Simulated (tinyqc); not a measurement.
What moves the results: Kane-Mele model of a buckled honeycomb layer in a normal field. A value that a table varies takes the place of the one given here.

Sublattices A and B lie at +/-b, so the field gives them the energies +/-D, D = e b Ez (in eV for b in angstrom and Ez in V/angstrom); 2 lam is the gap at zero field. Near the valleys tau = +/-1, for spin sz = +/-1: H = hbar v (tau qx sx + qy sy) + m sz_AB with m = D - tau sz lam, hbar v = (sqrt3/2) a t. On the lattice the spin-orbit term is the second-neighbour hopping i (lam/3 sqrt3) nu sz, nu = +/-1 by the sense of the turn. The filled band of one cone contributes tau sign(m)/2 to the Chern number, in the sense Omega = curl of i<u|grad u>. Rashba terms are left out.

Zigzag ribbon of N chains, sites A1, B1, A2, ...; k in 1/a. Bonds -2t cos(k/2) (A_n to B_n) and -t (B_n to A_(n+1)); diagonal +/-(D + 2 l2 sz sin k) on A and B; A_n to A_(n+1): -2 l2 sz sin(k/2), B_n to B_(n+1): the opposite; l2 = lam/(3 sqrt3).

Constants: kB = 8.617333262e-05 eV/K; hbar^2/2m0 = 3.80998211 eV angstrom^2.

Parameters, chosen for this exercise (of the size used for silicene; not measured data): a = 3.91 angstrom (lattice constant); t = 1.75 eV (hopping); lam = 0.005 eV (spin-orbit half gap); b = 0.23 angstrom (half the buckling height); Ez = 0.052 V/angstrom (normal field at the atoms, after screening; 0.01 is 1 MV/cm, and gates reach some 0.05); N = 16 (chains).

## Edge bands of a zigzag ribbon

The two middle levels for each spin, and the weight of the upper one on the half of the ribbon that holds A1.

Middle levels (meV):
```
k/pi  up, lower  up, upper  up, weight  down, lower  down, upper  down, weight
0.6    -413.640    413.640        0.51     -413.360      413.360          0.50
0.7     -75.776     75.776        0.59      -74.308       74.308          0.54
0.8     -15.361     15.361        1.00       -8.580        8.580          1.00
0.9     -13.744     13.744        1.00      -10.176       10.176          1.00
1.0     -11.960     11.960        1.00      -11.960       11.960          1.00
1.1     -10.176     10.176        1.00      -13.744       13.744          1.00
1.2      -8.580      8.580        1.00      -15.361       15.361          1.00
1.3     -74.308     74.308        0.54      -75.776       75.776          0.59
1.4    -413.360    413.360        0.50     -413.640      413.640          0.51
```

From k/pi = 0.8 to 1.2 the upper level stays on one edge and the spacing of the pair is at least 17.16 meV. D > lam, so the edge bands need not cross: each leaves and rejoins the same bulk band. At k = pi the levels are -11.960 and 11.960 meV, with D = 11.960 meV and lam = 5 meV.

## Closing and reopening the gap

Ez = f lam/b. Gap 2 |D - lam|, second gap 2 (D + lam), Z2 index, and the temperature at which kB T equals the gap.

Against field:
```
f     Ez (V/angstrom)  gap (meV)  second gap (meV)  Z2  gap/kB (K)
0.00                0     10.000            10.000   1       116.0
0.25          0.00543      7.500            12.500   1        87.0
0.50           0.0109      5.000            15.000   1        58.0
0.75           0.0163      2.500            17.500   1        29.0
0.90           0.0196      1.000            19.000   1        11.6
1.10           0.0239      1.000            21.000   0        11.6
1.50           0.0326      5.000            25.000   0        58.0
2.00           0.0435     10.000            30.000   0       116.0
3.00           0.0652     20.000            40.000   0       232.1
```

The gap closes at Ez = 0.02174 V/angstrom, 2.17 MV/cm at the atoms (the applied field must be larger by the screening), and is back at its zero-field size at twice that. At zero field it is 10.0 meV, below kB T at 300 K (25.9 meV).

## What each parameter does

Smaller and larger gap, hbar v, and the mass 2c|m|/(hbar v)^2 at the smaller gap, c = hbar^2/2m0. Each row changes one parameter from the base and keeps the others.

Results:
```
case                    smaller gap (meV)  larger gap (meV)  hbar v (eV angstrom)  mass (m0)
base                               13.920            33.920                5.9258    0.00151
a = 4.301 angstrom                 13.920            33.920                6.5184    0.00125
t = 1.925 eV                       13.920            33.920                6.5184    0.00125
lam = 0.0055 eV                    12.920            34.920                5.9258    0.00140
Ez = 0.0572 V/angstrom             16.312            36.312                5.9258    0.00177
```

The largest shifts from the base row, up to three for each result and ties (the steps differ in size, so this ranks the rows, not the parameters). smaller gap (meV): Ez +2.392, lam -1.000; unchanged at the printed digits by a and t. larger gap (meV): Ez +2.392, lam +1.000; unchanged at the printed digits by a and t. hbar v (eV angstrom): a +0.5926, t +0.5926; unchanged at the printed digits by lam and Ez. mass (m0): a -0.00026, t -0.00026, Ez +0.00026.

(tinyqc, `OMP_NUM_THREADS=1 python tinyqc.py 1482319 1482320 out.jsonl`, Intel(R) Xeon(R) Processor @ 2.30GHz, 1 thread, shared host, about 0.01 s.)
